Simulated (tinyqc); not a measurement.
Extended Hueckel theory, for H6, step by step. Computed by tinyqc, a small Python program that keeps every step (integrals from PySCF). Settings: charge = 0, K = 1.75, multiplicity = 1. Command: `OMP_NUM_THREADS=1 python tinyqc.py 21494 21495 out.jsonl` (the two numbers bound the seeds that draw the settings). One thread of a shared host (Intel(R) Xeon(R) Processor @ 2.60GHz), about 0.01 s of CPU time with the checks.

## Overlaps

Geometry (angstrom):
```
atom       x       y       z
H     0.0000  0.0000  0.0000
H     0.0000  0.0000  0.7470
H     0.0000  0.0000  1.6520
H     0.0000  0.0000  2.3990
H     0.0000  0.0000  3.3050
H     0.0000  0.0000  4.0520
```

Parameters chosen for this run:
```
element  shell  Slater exponent  H_ii (eV)
H           1s           1.3000   -13.6000
```

Slater orbitals, each expanded in six Gaussians scaled to its exponent.

overlap S:
```
        1H 1s   2H 1s   3H 1s   4H 1s   5H 1s   6H 1s
1H 1s  1.0000  0.6316  0.1823  0.0509  0.0092  0.0020
2H 1s  0.6316  1.0000  0.5273  0.1823  0.0382  0.0092
3H 1s  0.1823  0.5273  1.0000  0.6316  0.1820  0.0508
4H 1s  0.0509  0.1823  0.6316  1.0000  0.5267  0.1820
5H 1s  0.0092  0.0382  0.1820  0.5267  1.0000  0.6316
6H 1s  0.0020  0.0092  0.0508  0.1820  0.6316  1.0000
```

## Wolfsberg-Helmholz matrix

diagonal H_ii (eV): 1H 1s -13.6000, 2H 1s -13.6000, 3H 1s -13.6000, 4H 1s -13.6000, 5H 1s -13.6000, 6H 1s -13.6000

K = 1.7500

H_ij = K' S_ij (H_ii + H_jj)/2 for i != j (the diagonal keeps H_ii), with K' = 1.75.

H (eV):
```
          1H 1s     2H 1s     3H 1s     4H 1s     5H 1s     6H 1s
1H 1s  -13.6000  -15.0327   -4.3376   -1.2122   -0.2190   -0.0468
2H 1s  -15.0327  -13.6000  -12.5498   -4.3376   -0.9082   -0.2190
3H 1s   -4.3376  -12.5498  -13.6000  -15.0327   -4.3306   -1.2100
4H 1s   -1.2122   -4.3376  -15.0327  -13.6000  -12.5347   -4.3306
5H 1s   -0.2190   -0.9082   -4.3306  -12.5347  -13.6000  -15.0327
6H 1s   -0.0468   -0.2190   -1.2100   -4.3306  -15.0327  -13.6000
```

## Orbitals

valence electrons = 6

Solve H C = S C e through S^(-1/2); fill by pairs from the bottom, a degenerate level sharing its electrons equally; each orbital has its largest coefficient positive (the first on a tie).

orbital energies (eV): -19.4495  -17.7592  -14.1039  -2.3384  13.2634  38.2237

occupations: 2.0000  2.0000  2.0000  0.0000  0.0000  0.0000

coefficients:
```
          MO1      MO2      MO3      MO4      MO5      MO6
1H 1s  0.1850  -0.3666   0.4920   0.6907  -0.7749   0.5301
2H 1s  0.2685  -0.3782   0.1987  -0.4516   1.0253  -0.9917
3H 1s  0.3273  -0.1353  -0.4403  -0.6092  -0.4022   1.3349
4H 1s  0.3272   0.1354  -0.4408   0.6093  -0.4042  -1.3332
5H 1s  0.2681   0.3787   0.1984   0.4516   1.0269   0.9887
6H 1s  0.1847   0.3671   0.4915  -0.6905  -0.7761  -0.5286
```

sum of one-electron energies = -102.6254 eV

## Mulliken analysis

P = C n C^T; charge = valence electrons (H 1) minus the sum of (P S)_ii on the atom; overlap population = 2 sum P_ij S_ij between two atoms.

charges: 1H -0.1236, 2H 0.0960, 3H 0.0279, 4H 0.0274, 5H 0.0957, 6H -0.1234

Overlap populations:
```
pair      value
2-1    0.722681
3-1   -0.077616
3-2    0.108790
4-1   -0.041956
4-2   -0.037110
4-3    0.714634
5-1    0.000309
5-2   -0.004856
5-3   -0.037004
5-4    0.108564
6-1    0.001112
6-2    0.000309
6-3   -0.041816
6-4   -0.077518
6-5    0.722789
```
